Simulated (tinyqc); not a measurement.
## MOSFET in saturation, small-signal circuit and noise: effect of the temperature on speed and noise

Bias by the inversion coefficient IC = I/Ispec (charge-based model with velocity saturation; weak inversion below 0.1, strong above 10). Common-source circuit: gm, gds, Cgs, Cgd and Cj at the inner nodes, Rg in series with the gate; quasi-static, no source or drain resistance, no gate-body capacitance, no substrate network, no induced gate noise, so fmax is an upper estimate.

Ispec = 2 n mu Cox (W/L) Vt^2, lc = Ls/L, gms = [sqrt((lc IC + 1)^2 + 4 IC) - 1]/[2 + lc (lc IC + 1)], gm = gms Ispec/(n Vt), gds = sg gm. qs = [sqrt(1 + 4 IC) - 1]/2, Cgs = Cox W L qs (2 qs + 3)/(3 (qs + 1)^2) + Cov W, Cgd = Cov W, Cd = Cj W, Rg = Rsh (Wf/L)/(12 Nf) + Rc/W with Nf = W/Wf fingers (not rounded) contacted at both ends. fT = gm/(2 pi (Cgs + Cgd)), fmax = fT/(2 sqrt(Rg (gds + 2 pi fT Cgd))). Channel noise Sid = 4 kB T gam n gm with gam = (1/2 + (2/3) qs)/(1 + qs) + gw lc IC, qs = [sqrt(1 + 4 IC) - 1]/2, lc = Ls/L (the last term an empirical rise with velocity saturation); at the gate, white noise Sw = Sid/gm^2 + 4 kB T Rg. Number fluctuation with correlated mobility: S(f) = K/f, K = q^2 Vt lt Nt/(W L Cox^2) (1 + ac mu Cox I/gm)^2, Vt in eV with Nt per eV. Corner fc = K/Sw. IC is held fixed, and so are mu, n, Ls and Nt.

Values chosen for this exercise: gate length L = 350 nm; total gate width W = 5 um; gate capacitance Cox = 1.21 uF/cm^2; mobility mu = 170 cm^2/(V s); slope factor n = 1.44; velocity-saturation length Ls = 10 nm; ratio gds/gm sg = 0.01; overlap and fringe capacitance per side Cov = 0.25 fF/um; drain junction capacitance Cj = 0.55 fF/um; sheet resistance of the gate Rsh = 8 ohm; finger width Wf = 4 um; gate contact and vertical resistance Rc = 200 ohm um; inversion coefficient IC = 5.6; short-channel excess of the noise factor gw = 0.08; oxide trap density Nt = 8e16 cm^-3 eV^-1; tunnelling length into the oxide lt = 0.1 nm; Coulomb scattering coefficient ac = 1000 V s/C.

Constants: q = 1.602176634e-19 C, kB = 1.380649e-23 J/K, Vt = kB T/q. Results are converted to the units shown.

The same in every row: Rg (ohm) = 46.095.

Results:

| T (K) | I (uA) | fT (GHz) | fmax (GHz) | sqrt(Sw) (nV/Hz^0.5) | fc (MHz) |
|---|---|---|---|---|---|
| 100 | 3.5194 | 1.1484 | 26.766 | 7.1803 | 0.13598 |
| 150 | 7.9185 | 1.7227 | 32.782 | 7.1892 | 0.20499 |
| 200 | 14.077 | 2.2969 | 37.853 | 7.1980 | 0.27467 |
| 250 | 21.996 | 2.8711 | 42.321 | 7.2069 | 0.34504 |
| 300 | 31.674 | 3.4453 | 46.360 | 7.2157 | 0.41608 |
| 400 | 56.310 | 4.5938 | 53.532 | 7.2333 | 0.56021 |

Estimate the missing row, T = 350 K.

Computed row:

| T (K) | I (uA) | fT (GHz) | fmax (GHz) | sqrt(Sw) (nV/Hz^0.5) | fc (MHz) |
|---|---|---|---|---|---|
| 350 | 43.112 | 4.0195 | 50.075 | 7.2245 | 0.48780 |

With this row back in the table: As T goes from 100 to 400 K, fT rises from 1.15 to 4.59 GHz, fmax rises from 26.8 to 53.5 GHz, the white noise rises from 7.18 to 7.23 nV/Hz^0.5 and the corner rises from 0.136 to 0.560 MHz. At fixed IC and mobility the current goes as T^2 and gm as T, which is why fT rises; a real mobility would fall with T. In every row fmax exceeds 4 fT, where channel resistance and substrate losses, left out here, would cap it. For T = 100 to 150 K band tails and dopant freeze-out, left out here, change n and the noise.

tinyqc, about 0.03 s, one thread, Intel Xeon 2.30GHz (shared host): `OMP_NUM_THREADS=1 python tinyqc.py 2150055 2150056 out.jsonl`
